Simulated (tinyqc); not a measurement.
Complex band structure along [001] in sp3s* tight binding: sweeps and comparisons. A value that a table varies takes the place of the one given here.

For k = (0, 0, kz) the phase sums are g0 = cos(phi) and g3 = i sin(phi), phi = kz a/4, and the s, pz, s* orbitals of anion (a) and cation (c) decouple from px, py. With z = exp(i phi), H(z) = H0 + z T + T^T/z for any complex z. H0 is diagonal (Esa, Epa, Exa, Esc, Epc, Exc). The anion-cation block is B(z) = z U + W/z and the cation-anion block z W^T + U^T/z, where U has Vss/2 (s,s), Vsapc/2 (s,z), -Vscpa/2 (z,s), Vxx/2 (z,z), Vxapc/2 (s*,z), -Vpaxc/2 (z,s*), and W has the same values with the s-z and s*-z signs reversed. |z| = 1 is a band state, |z| < 1 decays along [001] as exp(-kappa d) over a distance d, kappa = -(4/a) ln|z|. No spin-orbit coupling.

Values chosen for the exercise (near a published set for Ge, fitted to gaps, whose masses and valley positions are rough (light masses up to twice too heavy); shifted at random, so the results belong to these values and not to a real crystal):

| symbol | value | unit | meaning |
|---|---|---|---|
| p | (-5.84, 1.62, -5.84, 1.62, 6.413, 6.413, -6.734, 1.601, 4.939, 5.446, 5.446, 5.224, 5.224) | eV | order Esa, Epa, Esc, Epc, Exa, Exc, Vss, Vxx, Vxy, Vsapc, Vscpa, Vxapc, Vpaxc |
| a | 5.658 | angstrom | lattice constant |
| Eg | 0.736 | eV | top of the energy range, the indirect gap |
| dE | 0.61 | eV | E - Ev |

## Two branches across an indirect gap

Ev = 0.01900 eV

The smallest kappa with Re kz = 0 and the smallest with Re kz > 0, at energies E from Ev; a dash: no such root.

Decay constants:

| E/Eg | E (eV) | kappa at Gamma (1/angstrom) | kappa off Gamma (1/angstrom) | its Re kz (2 pi/a) |
|---|---|---|---|---|
| 0.05 | 0.0368 | 0.0218 | 0.4010 | 0.783 |
| 0.20 | 0.1472 | 0.0410 | 0.3724 | 0.787 |
| 0.35 | 0.2576 | 0.0505 | 0.3405 | 0.790 |
| 0.50 | 0.3680 | 0.0553 | 0.3044 | 0.794 |
| 0.65 | 0.4784 | 0.0565 | 0.2620 | 0.797 |
| 0.80 | 0.5888 | 0.0540 | 0.2097 | 0.801 |
| 0.90 | 0.6624 | 0.0498 | 0.1647 | 0.804 |
| 0.97 | 0.7139 | 0.0453 | 0.1228 | 0.806 |

The branch at Gamma decays more slowly on all rows listed; the other takes over only closer to its band edge, where its kappa goes to zero. The two differ in Re kz, so passing from one to the other needs kz from an abrupt interface, a steep field, a phonon or a defect. Valleys off the [001] axis, such as L, are not seen on these branches.

## Energy and lattice constant

The slowest root of the s-pz block and the heavy-hole branch, sinh^2(kappa a/4) = ((E - Epa)(E - Epc) - Vxx^2)/(Vxx^2 - Vxy^2), at E = Ev + dE with Ev the lower root of [[Epa, Vxx], [Vxx, Epc]]; the couplings are kept when a changes. Each row changes one parameter from the base and keeps the others.

Results:

| case | slowest kappa (1/angstrom) | heavy-hole kappa (1/angstrom) |
|---|---|---|
| base | 0.0530 | 0.1880 |
| dE = 0.58 eV | 0.0543 | 0.1845 |
| a = 5.828 angstrom | 0.0514 | 0.1826 |

The largest shifts from the base row, up to three for each result and ties (the steps differ in size, so this ranks the rows, not the parameters). slowest kappa (1/angstrom): a -0.0015, dE +0.0013. heavy-hole kappa (1/angstrom): a -0.0055, dE -0.0035. With the couplings fixed, kappa a stays, so kappa scales as 1/a.

Computed by tinyqc, a small Python program: `OMP_NUM_THREADS=1 python tinyqc.py 1480577 1480578 out.jsonl` (the numbers bound the seed that draws the inputs); one thread of a shared host (Intel(R) Xeon(R) Processor @ 2.30GHz), about 0.02 s for the whole set of steps.
